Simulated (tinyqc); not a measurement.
# Doping and thickness from pinch-off voltage and conductance

Problem. A uniform channel has Vp = q Nd a^2/(2 eps0 eps_r) and G0 = q mu Nd a W/L. Find a and Nd.

Inputs (values chosen for the exercise); material values close to those of gallium arsenide:
- eps_r = 13 (relative permittivity of the semiconductor)
- mu = 4200 cm^2/(V s) (low-field mobility at this doping)
- L = 5 um (gate length)
- W = 100 um (gate width)

Constants: q = 1.602176634e-19 C, eps0 = 8.8541878128e-14 F/cm where lengths are in cm. Results are converted to the units shown.

Vp = 1.1969927 V
G0 = 11.022334 mS

Solution. G0 gives the product Nd a and Vp gives Nd a^2; their ratio is a.

a = 210.0 nm
Nd = 3.900e16 cm^-3

Computed by the program tinyqc: `OMP_NUM_THREADS=1 python tinyqc.py 2500118 2500119 out.jsonl`, one thread of a shared Intel Xeon 2.30GHz, about 0.06 s for the whole run.
